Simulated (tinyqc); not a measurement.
# Quantum-well laser, gain and threshold: two studies

One electron and one heavy-hole subband per well, parabolic, with equal sheet densities n of electrons and holes; k-conserving transitions, TE polarisation, no line broadening, so the gain starts as a step at E0 and peaks there. All wells are pumped alike.

Parameters, values chosen for the exercise; well values close to those of InGaAsP:
```
symbol,value,unit,meaning
T,300,K,temperature
E0,0.792,eV,lowest transition energy
me,0.0474,m0,in-plane electron mass
mh,0.281,m0,in-plane hole mass
Ep,22.6,eV,Kane energy
nr,3.19,,refractive index
Lw,5,nm,well width
Gw,0.019,,optical confinement per well
ai,2,1/cm,internal loss
Lc,2000,um,cavity length
R1,0.05,,front reflectance
R2,0.3,,back reflectance
A,1.8e7,1/s,defect recombination coefficient
B,0.0002,cm^2/s,radiative coefficient per well
C,3.8e-17,cm^4/s,Auger coefficient per well
eta,0.77,,injection efficiency
Wd,10,um,stripe width
```

Constants: q = 1.602176634e-19 C, kB = 1.380649e-23 J/K, eps0 = 8.8541878128e-12 F/m, hbar = 1.054571817e-34 J s, m0 = 9.1093837015e-31 kg, c = 299792458 m/s, Vt = kB T/q. Results are converted to the units shown.

Each table varies one quantity; the others keep the values above.

## Peak gain against carrier density

Nc = me kB T/(pi hbar^2), Nv = mh kB T/(pi hbar^2), mr = me mh/(me + mh) in m0, g0(E) = q^2 Ep mr/(4 nr eps0 c hbar E Lw) (squared momentum element m0 Ep/4, joint density of states mr/(pi hbar^2 Lw) for both spins). Peak gain g(n) = g0(E0)[1 - exp(-n/Nc) - exp(-n/Nv)]. Fc + Fv = Vt [ln(exp(n/Nc) - 1) + ln(exp(n/Nv) - 1)]; dg/dn is the differential gain; J = q (A n + B n^2 + C n^3) per well.

Peak gain against carrier density:

| n (cm^-2) | Fc + Fv (eV) | g at E0 (1/cm) | dg/dn (cm) | J (A/cm^2) |
|---|---|---|---|---|
| 3.8e11 | -0.04959 | -5960 | 2.031e-8 | 6.057 |
| 5.2e11 | -0.02872 | -3404 | 1.639e-8 | 11.02 |
| 7.1e11 | -0.006041 | -685.3 | 1.246e-8 | 20.38 |
| 9.7e11 | 0.01953 | 2051 | 8.867e-9 | 38.50 |
| 1.3e12 | 0.04735 | 4484 | 6.136e-9 | 71.28 |
| 1.8e12 | 0.08467 | 6949 | 3.994e-9 | 144.5 |
| 2.5e12 | 0.1324 | 9211 | 2.651e-9 | 302.6 |
| 3.4e12 | 0.1904 | 1.119e4 | 1.830e-9 | 619.5 |
| 4.6e12 | 0.2651 | 1.298e4 | 1.208e-9 | 1284 |

The gain at E0 changes sign where Fc + Fv does, at n = 7.67e11 cm^-2, and reaches 13000 1/cm in the last row, 0.78 of its ceiling g0 = 16600 1/cm. The differential gain falls from 2.03e-8 to 1.21e-9 cm as the band-edge states fill, while J rises from 6.06 to 1280 A/cm^2. For n = 2.5e12 to 4.6e12 cm^-2 Fc + Fv passes 0.12 eV, where higher subbands and leakage over the barriers, left out here, set in.

## Effect of the number of wells

Mirror loss am = ln(1/(R1 R2))/(2 Lc); threshold gain gth = (ai + am)/(Nw Gw). nth solves g(n) = gth and ntr solves g(n) = 0. Jth = q Nw (A n + B n^2 + C n^3)/eta at n = nth, Ith = Jth Wd Lc; differential efficiency of both facets eta am/(ai + am).

The same in every row: ntr (cm^-2) = 7.672e11; differential efficiency = 0.6468.

Results:

| Nw | gth (1/cm) | nth (cm^-2) | Jth (A/cm^2) | Ith (mA) |
|---|---|---|---|---|
| 1 | 657.9 | 8.266e11 | 36.00 | 7.200 |
| 2 | 328.9 | 7.963e11 | 66.73 | 13.35 |
| 3 | 219.3 | 7.865e11 | 97.61 | 19.52 |
| 4 | 164.5 | 7.816e11 | 128.5 | 25.70 |
| 6 | 109.6 | 7.768e11 | 190.4 | 38.07 |
| 8 | 82.23 | 7.744e11 | 252.2 | 50.44 |
| 10 | 65.79 | 7.729e11 | 314.1 | 62.82 |

Estimate the missing row, Nw = 5.

Computed row:

| Nw | gth (1/cm) | nth (cm^-2) | Jth (A/cm^2) | Ith (mA) |
|---|---|---|---|---|
| 5 | 131.6 | 7.787e11 | 159.4 | 31.89 |

With this row back in the table: As Nw goes from 1 to 10, gth falls from 658 to 65.8 1/cm, Jth rises from 36.0 to 314 A/cm^2 and Ith rises from 7.20 to 62.8 mA. Each added well must be pumped to transparency, which costs more than the lower gain saves.

Computed by the program tinyqc: `OMP_NUM_THREADS=1 python tinyqc.py 2840134 2840135 out.jsonl`, one thread of a shared Intel Xeon 2.30GHz, about 0.02 s for the whole run.
